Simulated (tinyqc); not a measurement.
Threshold of a short bulk MOSFET: charge sharing, barrier lowering, narrow width: two steps of the calculation.

n-channel device on a p-type body, depletion approximation, full ionisation. Uniform doping N = Na. Vbi from Boltzmann statistics is rough for the degenerate source. Cox = eps0 eox/tox.

Values chosen for this exercise; band and dielectric values close to those of silicon:
```
symbol,value,unit,meaning
T,350,K,temperature
Eg,1.14,eV,band gap
eps_r,11.9,,relative permittivity
Nc,3.53e19,cm^-3,conduction-band density of states at T
Nv,3.33e19,cm^-3,valence-band density of states at T
eox,8.86,,relative permittivity of the gate insulator (close to aluminium oxide)
tox,19,nm,insulator thickness
Na,2.8e17,cm^-3,channel doping
Nsd,1e20,cm^-3,source and drain doping
Vfb,-0.89,V,flat-band voltage for the doping Na
xj,93,nm,junction depth
Vbs,0,V,body-source voltage
Vds,0.5,V,drain-source voltage
W,360,nm,gate width
xw,1.5708,,shape factor of the fringing depletion at the width edges
L,270,nm,channel length
```

Constants: q = 1.602176634e-19 C, kB = 1.380649e-23 J/K, Vt = kB T/q, eps0 = 8.8541878128e-14 F/cm where lengths are in cm. Results are converted to the units shown.

Question 1. Long-channel threshold and scales. ni = sqrt(Nc Nv) exp(-Eg/(2 Vt)), Eg in volts; 2 pB = 2 Vt ln(N/ni); flat band Vfb - Vt ln(N/Na); Wd = sqrt(2 eps0 eps_r (2 pB - Vbs)/(q N)); body term q N Wd/Cox; long-channel VT0 = flat band + 2 pB + body term; Vbi = Vt ln(N Nsd/ni^2); scale length l = sqrt((eps_r/eox) tox Wd).

Wanted: N; 2 pB; flat band; Wd; body term; VT0; Vbi; l.

Answer 1.

N = 2.8000e17 cm^-3
2 pB = 0.84999 V
flat band = -0.89000 V
Wd = 63.188 nm
body term = 0.68656 V
VT0 = 0.64655 V
Vbi = 1.0273 V
l = 40.156 nm

Question 2. Short-channel and narrow-width shifts. Charge sharing (trapezoid; it ignores Vds): F = (xj/L)(sqrt(1 + 2 Wd/xj) - 1), lowering = body term times F. Barrier lowering: th = exp(-L/(2 l)) + 2 exp(-L/l), lowering = th [2 (Vbi - 2 pB) + Vds], DIBL = th. Narrow width: rise = body term times xw Wd/W. VT by each model = VT0 - lowering + rise.

2 pB = 0.84999398 V
Wd = 63.188283 nm
body term = 0.68655626 V
VT0 = 0.64655024 V
Vbi = 1.0272825 V
l = 40.156116 nm

Wanted: F; lowering by charge sharing; th; lowering of the barrier; DIBL; narrow-width rise; VT, charge sharing; VT, barrier lowering.

Answer 2.

F = 0.18458
lowering by charge sharing = 126.72 mV
th = 0.037074
lowering of the barrier = 31.683 mV
DIBL = 37.074 mV/V
narrow-width rise = 189.29 mV
VT, charge sharing = 0.70912 V
VT, barrier lowering = 0.80416 V

L is 6.72 scale lengths. The charge-sharing lowering is 4.00 times the barrier lowering; the first falls off as 1/L and the second exponentially. Both describe the same loss of gate control, so they are alternatives and are not added.

tinyqc, about 0.01 s, one thread, Intel Xeon 2.30GHz (shared host): `OMP_NUM_THREADS=1 python tinyqc.py 2002071 2002072 out.jsonl`
